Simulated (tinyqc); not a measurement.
# Changing the offset spacer

Model: two-dimensional dopant profile at a mask edge: lateral junction, overlap and effective channel length. Computed by tinyqc, a small Python program. Command: `OMP_NUM_THREADS=1 python tinyqc.py 3014829 3014830 out.jsonl lateral sweep`. One thread of a shared host (Intel(R) Xeon(R) Processor @ 2.30GHz), about 0.01 s of CPU time with the checks.

Ions enter for y < 0; the mask (spacer, then gate) covers y > 0. x is the depth. The surface reflects dopant during the anneal.

Inputs (values chosen for the exercise, modelled on a source-drain extension in silicon):

| quantity | value | unit |
|---|---|---|
| dose Q | 1.8e+14 | 1/cm^2 |
| projected range R_p | 15 | nm |
| vertical straggle | 5.1 | nm |
| lateral straggle | 6.5 | nm |
| anneal budget D t | 1.8e-12 | cm^2 |
| channel doping C_B | 1.2e+18 | 1/cm^3 |
| gate length L_g | 110 | nm |
| oxide thickness | 4.6 | nm |

Constants: eps_0 = 8.8541878128e-12 F/m.

Method:
- Widths s_x^2 = (vertical straggle)^2 + 2 D t, s_y^2 = (lateral straggle)^2 + 2 D t. C(x, y) = V(x) (1/2) erfc(y/(sqrt2 s_y)), V(x) = Q/(sqrt(2 pi) s_x) [exp(-(x - R_p)^2/(2 s_x^2)) + exp(-(x + R_p)^2/(2 s_x^2))]; 1 nm = 1e-7 cm.
- The vertical junction far from the mask solves V(x) = C_B.
- The lateral junction at depth x solves C = C_B: y_j(x) = sqrt2 s_y erfc^-1(2 C_B/V(x)). Overlap under the gate = y_j(0) - spacer; metallurgical channel L_met = L_g - 2 overlap (tails from the two sides are not added).
- Abruptness at y_j(0) in nm per decade = ln(10) s_y sqrt(pi/2) exp(u^2) erfc(u), u = y_j/(sqrt2 s_y). Overlap capacitance per width = 3.9 eps_0 overlap/t_ox (zero if there is no overlap).

One run for each value:

| offset spacer (nm) | overlap (nm) | metallurgical channel L_met (nm) | overlap capacitance (fF/um) |
|---|---|---|---|
| 0.0 | 40.406 | 29.19 | 0.30332 |
| 5.4 | 35.006 | 39.99 | 0.26279 |
| 11.0 | 29.406 | 51.19 | 0.22075 |
| 16.0 | 24.406 | 61.19 | 0.18321 |
| 21.0 | 19.406 | 71.19 | 0.14568 |
| 27.0 | 13.406 | 83.19 | 0.10064 |
| 32.0 | 8.406 | 93.19 | 0.06310 |
| 38.0 | 2.406 | 105.19 | 0.01806 |

Describe and explain the trends.

Over the rows, overlap (nm) falls from 40.4 to 2.41; metallurgical channel L_met (nm) rises from 29.2 to 105; overlap capacitance (fF/um) falls from 0.303 to 0.0181. The spacer shifts the whole profile, trading overlap capacitance against channel length (and, outside this model, series resistance); a negative overlap is an underlap.
